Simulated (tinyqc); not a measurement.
# From one set of inputs to another, one input at a time

Model: kinetics of strain relaxation and threading dislocations in mismatched semiconductor layers. Computed by tinyqc, a small Python program. Command: `OMP_NUM_THREADS=1 python tinyqc.py 3007711 3007712 out.jsonl threading ladder`. One thread of a shared host (Intel(R) Xeon(R) Processor @ 2.30GHz), about 0.01 s of CPU time with the checks.

60-degree dislocations on {111} planes of a (001) layer, isotropic elasticity. The Schmid factor is 1/sqrt(6), and a misfit segment relieves strain with b/2.

The inputs printed are set A. Set A is modelled on Si(0.8)Ge(0.2) on Si; the values taken over come from a set modelled on Ge on Si. Inputs not listed in the table keep their values of set A, so the rows need not describe a real material.

Inputs (values chosen for the exercise, modelled on Si(0.8)Ge(0.2) on Si):
```
quantity                                      value         unit
misfit f                                    0.00843            -
shear modulus G                                61.9          GPa
Poisson ratio nu                               0.27            -
Burgers vector b                               3.88     angstrom
glide activation energy Q                      2.17           eV
velocity prefactor v0                         23000  m/s per MPa
layer thickness h                               230           nm
anneal temperature T                           1176            K
reaction radius r_A                              44           nm
final thickness of a thick uniform layer H     0.72   micrometre
aspect ratio of a trench                        1.3            -
```

Constants: k_B = 8.617333262e-05 eV/K.

Method. Excess resolved stress tau = (1/sqrt 6) [2 G (1 + nu)/(1 - nu)] (e - e_eq), e_eq = b (1 - nu/4) [ln(h/b) + 1]/(4 pi (1 + nu) h), the Matthews-Blakeslee strain of an uncapped layer; glide velocity v = v0 tau exp(-Q/(k_B T)), tau in MPa. A separate case, a thick relaxed layer. Pair reactions during growth: d rho/dh = -K rho^2 with K = 2 r_A tan(psi) and threads inclined by psi = 45 degrees (the <110> lines of {111} planes), so rho = 1/(K H) for a layer that starts with far more threads than that, as highly mismatched layers do. In a trench along [110] a thread on {111} rises at 54.74 degrees across the width, and leaves through the wall below the height w tan(54.74 degrees) = sqrt(2) w; the share of threads, evenly spread over the floor, that reach the top is max(0, 1 - a/sqrt 2) for the aspect ratio a.

Each row keeps all changes above it:
```
input moved                                                 from      to  excess stress tau (MPa)  thread density at H (1/cm^2)  initial velocity (micrometre/s)
set A                                                          -       -                      677                     1.578e+09                        7.814e+03
shear modulus G (GPa)                                       61.9    56.2                      615                     1.578e+09                        7.094e+03
anneal temperature T (K)                                    1176     669                      615                     1.578e+09                        6.357e-04
velocity prefactor v0 (m/s per MPa)                        23000   26000                      615                     1.578e+09                        7.186e-04
final thickness of a thick uniform layer H (micrometre)     0.72     0.7                      615                     1.623e+09                        7.186e-04
glide activation energy Q (eV)                              2.17    1.66                      615                     1.623e+09                        4.994e+00
layer thickness h (nm)                                       230      21                      243                     1.623e+09                        1.972e+00
misfit f                                                 0.00843  0.0418                     2907                     1.623e+09                        2.361e+01
```

Excess stress tau goes from 677 to 2910, a factor 4.29 in all. The largest single move comes from misfit f (a factor 12.0), and layer thickness h works against it (a factor 0.395). Thread density at H goes from 1.58e9 to 1.62e9, a factor 1.029 in all. The largest single move comes from final thickness of a thick uniform layer H (a factor 1.029). Initial velocity goes from 7810 to 23.6, a factor 0.00302 in all. The largest single move comes from anneal temperature T (a factor 8.96e-8), and glide activation energy Q works against it (a factor 6950). The single moves hold for this order of the switches; the total does not depend on the order.

Caution (rows set A, shear modulus G, anneal temperature T, velocity prefactor v0, final thickness of a thick uniform layer H, glide activation energy Q, layer thickness h): at this small misfit a layer may start with fewer threads than 1/(K H), which is then only an upper bound. Caution (rows misfit f): at stresses above about 1 GPa the linear velocity law understates glide, as stress lowers the kink barrier. Caution (rows misfit f): at such misfit the layer islands and relaxes during the first nanometres, so a uniform strained start is an idealisation.

Extremes, crossings and ranges named in words are read from the listed rows.
